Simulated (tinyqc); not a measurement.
# AlGaN/GaN HEMT with access regions, lumped model: effects of single changes

A polarisation-induced electron sheet under a Schottky gate, in series with two ungated access regions and contacts. Drift law v = mu E/(1 + mu E/vs) under the gate. Currents in mA/mm, resistances in ohm mm. No self-heating, no channel-length modulation; fits for polarisation, barrier and offset are chosen for the exercise.

Inputs (values chosen for the exercise); values close to those of AlGaN/GaN structures:
- x = 0.22 (aluminium share of the barrier)
- d = 20 nm (barrier thickness)
- eps_r = 9.1 (relative permittivity of barrier and channel)
- mu = 1200 cm^2/(V s) (channel mobility)
- vs = 1.3e7 cm/s (saturation velocity)
- Lg = 0.25 um (gate length)
- Ls = 0.5 um (source access length)
- Ld = 8 um (drain access length)
- Rc = 0.38 ohm mm (resistance of each contact)
- ft = 0 (share of the drain-access electrons removed by traps)
- Vg = -1 V (gate voltage)
- Ec = 3.3 MV/cm (critical field)
- te = 0.46 um (depth over which the depleted charge spreads)
- ei = 3.9 (relative permittivity of that insulator)

Constants: q = 1.602176634e-19 C, eps0 = 8.8541878128e-14 F/cm where lengths are in cm. Results are converted to the units shown.

Each table varies one quantity; the others keep the values above.

## Effect of the source access length

sigma = (5e13 x + 1.6e13 x^2) cm^-2, phiB = 0.84 + 1.3 x, dEc = 0.7 (1.71 x + x^2) in volts, Cb = eps0 eps_r/d, VT = phiB - dEc - q sigma/Cb, access density n0 = -Cb VT/q. Access resistance R(L, n) = L/(q mu n sqrt(1 - (I/(q n vs))^2)); Rs = Rc + R(Ls, n0), Rd = Rc + R(Ld, (1 - ft) n0). Vg' = Vg - I Rs, Vd' = Vd - I (Rs + Rd); with u = Vg' - VT, Vc = vs Lg/mu and w the smaller of Vd' and Vc [sqrt(1 + 2 u/Vc) - 1] (0 if negative), the channel gives (mu Cb/Lg)(u w - w^2/2)/(1 + w/Vc). I equals that channel current. Isat is I at Vd = 10 V, gm = dIsat/dVg, Ron the limit of Vd/I at small Vd.

The same in every row: VT (V) = -3.854; n0 (cm^-2) = 9.690e12.

Results:
```
Ls (um)  Ron (ohm mm)  Isat (mA/mm)  gm (mS/mm)
0.1             5.289         822.6       342.4
0.3             5.396         791.0       326.0
0.6             5.557         748.7       305.0
1               5.772         699.9       281.9
1.5             6.040         648.2       258.5
4               7.382         478.0       186.4
```

Estimate the missing row, Ls = 2.5 um.

Computed row:
```
Ls (um)  Ron (ohm mm)  Isat (mA/mm)  gm (mS/mm)
2.5             6.577         566.4       223.1
```

With this row back in the table: As Ls goes from 0.1 to 4 um, Ron rises from 5.29 to 7.38 ohm mm, Isat falls from 823 to 478 mA/mm and gm falls from 342 to 186 mS/mm. The ceiling Cb vs is 524 mS/mm. For Ls = 0.1 to 2.5 um the power passes 5 W/mm, where self-heating, left out here, lowers the current.

## Effect of the aluminium share of the barrier

Same model as above.

Results:
```
x     VT (V)  n0 (cm^-2)  Ron (ohm mm)  Isat (mA/mm)  gm (mS/mm)
0.12  -1.636    4.112e12         12.32         104.7       221.8
0.17  -2.727    6.857e12         7.507         402.9       284.1
0.22  -3.854    9.690e12         5.504         762.2       311.5
0.32  -6.213    1.562e13         3.689          1586       339.8
0.37  -7.446    1.872e13         3.201          2037       348.5
0.42  -8.714    2.191e13         2.845          2510       355.4
```

Estimate the missing row, x = 0.27.

Computed row:
```
x     VT (V)  n0 (cm^-2)  Ron (ohm mm)  Isat (mA/mm)  gm (mS/mm)
0.27  -5.016    1.261e13         4.394          1159       328.2
```

With this row back in the table: As x goes from 0.12 to 0.42, Ron falls from 12.3 to 2.84 ohm mm, Isat rises from 105 to 2510 mA/mm and gm rises from 222 to 355 mS/mm. VT falls from -1.64 to -8.71 V. For x = 0.22 to 0.42 the power passes 5 W/mm, where self-heating, left out here, lowers the current.

## Field plate: effect of the insulator under the field plate

Off state: a depleted stretch that holds the voltage V has the peak field sqrt(k V), k = 2 q n0/(eps0 eps_r te), so one edge holds V1 = Ec^2/k. The sheet under the plate pinches off at Vf = q n0 (1/Cb + tf/(eps0 ei)); beyond it the gate edge is screened. BV = V1 if Vf >= V1, else Vf + V1, and at most Ec Ld.

The same in every row: V1 (V) = 130.0; Ec Ld (V) = 2640.

Result of one run:
```
tf (nm)  Vf (V)  BV (V)
300       138.7   130.0
```

What becomes of these results when the insulator under the field plate tf is changed from 300 to 450 nm, all else the same?

Result of the changed run:
```
tf (nm)  Vf (V)  BV (V)
450       206.2   130.0
```

The whole series:
```
tf (nm)  Vf (V)  BV (V)
28        16.44   146.4
42        22.74   152.7
62        31.73   161.7
92        45.22   175.2
140       66.80   196.8
200       93.78   223.8
300       138.7   130.0
450       206.2   130.0
```

BV goes from 146 through a maximum of 224 (at tf = 200 nm among the rows listed) to 130 V. The plate helps (Vf < V1) in 6 of the 8 rows, and the access length caps BV in 0. The best thickness makes Vf just under V1, tf = 281 nm, where both edges reach Ec together and BV nears 2 V1.

tinyqc, about 0.01 s, one thread, Intel Xeon 2.30GHz (shared host): `OMP_NUM_THREADS=1 python tinyqc.py 2570087 2570088 out.jsonl`
